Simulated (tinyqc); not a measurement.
## Delay unit and parasitic delay from two ring oscillators

Question. A ring of 51 inverters oscillates at 1/(2 x 51 d), with stage delay d = tau (h + p) for fan-out h. Find tau, p and the delay at fan-out 4.

frequencies of 51-stage ring oscillators with fan-out 1 and 6 (GHz): [0.67367014, 0.18479486]

Answer. d is a straight line in h with slope tau and intercept tau p.

tau = 7.700 ps
p = 0.8900
delay at fan-out 4 = 37.65 ps

Computed by the program tinyqc: `OMP_NUM_THREADS=1 python tinyqc.py 2082113 2082114 out.jsonl`, one thread of a shared Intel Xeon 2.30GHz, about 0.01 s for the whole run.
